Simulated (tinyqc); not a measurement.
# Conversion gain and read noise from the photon-transfer curve

Question. Temporal variance = CG x mean output + vn^2 (dark signal removed), CG = q As/Cf. Find CG, vn, the read noise in electrons and Cf.

Values chosen for this exercise: source-follower gain As = 0.89.

Constants: q = 1.602176634e-19 C. Results are converted to the units shown.

temporal variance at mean outputs of 98 and 590 mV (mV^2): 14.56509129  87.64437301

Solution. Poisson statistics make the slope equal to CG; the intercept is vn^2.

CG = 148.5 uV/electron
vn = 93.00 uV
read noise = 0.6261 electrons
Cf = 0.9600 fF

Numbers from tinyqc (`OMP_NUM_THREADS=1 python tinyqc.py 2630023 2630024 out.jsonl`; about 0.01 s on one thread of a shared Intel Xeon 2.30GHz).
